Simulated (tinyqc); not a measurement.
Lattice sites along [110]: pair of shallow donors (hydrogen-like orbitals).

Each donor has the orbital exp(-r/a); energy unit Ha* = q/(eps a), q = e^2/(4 pi eps0), so that a lone donor is bound by Ha*/2; x = R/a. One electron: S = (1 + x + x^2/3) exp(-x), j = 1/x - (1 + 1/x) exp(-2x), k = (1 + x) exp(-x); levels E(+/-) = -1/2 - (j +/- k)/(1 +/- S) in Ha*, without the repulsion of the ions, split by D = |E(-) - E(+)|. In six valleys the overlaps S and k are multiplied by v = [cos(K Rx) + cos(K Ry) + cos(K Rz)]/3, K = k0 (2 pi/a_lat), for isotropic envelopes and the symmetric valley state.

Two electrons, Heitler-London: with S' = (1 - x + x^2/3) exp(x), C = 1/x - exp(-2x)(1/x + 11/8 + 3x/4 + x^2/6), X = (1/5){exp(-2x)(25/8 - 23x/4 - 3x^2 - x^3/3) + (6/x)[S^2 (0.5772157 + ln x) + S'^2 Ei(-4x) - 2 S S' Ei(-2x)]}, Q = C - 2j + 1/x and A = X - 2 S k + S^2/x, the singlet and triplet lie at (Q +/- w A)/(1 +/- w S^2) from two lone donors, with the valley weight w = v^2; the exchange is J = triplet - singlet.

Constants: e^2/(4 pi eps0) = 14.39964547 eV angstrom.

Values chosen for the exercise (near those of two donors in Si; the results hold for these values, not for the real material): a = 17.5 angstrom (orbital radius); eps = 11.2 (dielectric constant); a_lat = 5.431 angstrom (lattice constant); k0 = 0.846 2 pi/a_lat (valley position); sites = ((8, 8, 0), (8.5, 8.5, 0), (9, 9, 0), (9.5, 9.5, 0), (10, 10, 0), (10.5, 10.5, 0), (11, 11, 0), (11.5, 11.5, 0), (12, 12, 0), (12.5, 12.5, 0)) a_lat (positions of the second donor).

D and J for each site, and for v = 1.

Results:

| site | R (angstrom) | v | D (meV) | J (micro-eV) | J for v = 1 |
|---|---|---|---|---|---|
| (8, 8, 0) | 61.4 | 0.409 | 3.75 | 489 | 2.94e+03 |
| (8.5, 8.5, 0) | 65.3 | 0.575 | 4.58 | 715 | 2.17e+03 |
| (9, 9, 0) | 69.1 | -0.170 | 1.14 | 45.5 | 1.59e+03 |
| (9.5, 9.5, 0) | 73.0 | 0.982 | 5.84 | 1.11e+03 | 1.15e+03 |
| (10, 10, 0) | 76.8 | -0.312 | 1.54 | 81.1 | 831 |
| (10.5, 10.5, 0) | 80.6 | 0.828 | 3.50 | 409 | 597 |
| (11, 11, 0) | 84.5 | 0.104 | 0.367 | 4.58 | 427 |
| (11.5, 11.5, 0) | 88.3 | 0.246 | 0.735 | 18.3 | 304 |
| (12, 12, 0) | 92.2 | 0.718 | 1.82 | 111 | 215 |
| (12.5, 12.5, 0) | 96.0 | -0.261 | 0.552 | 10.3 | 152 |

Over these sites the envelope alone changes J by a factor 19.4, and the valley factor v^2 by 89.9; J runs from 4.58 at (11, 11, 0) to 1.11e+03 micro-eV at (9.5, 9.5, 0). Along [110] only two valleys keep their phase, so v = (1 + 2 cos)/3 can pass through zero. J does not fall steadily with distance.

Program tinyqc; command `OMP_NUM_THREADS=1 python tinyqc.py 1282726 1282727 out.jsonl`; about 0.01 s on one thread of a shared Intel(R) Xeon(R) Processor @ 2.30GHz.
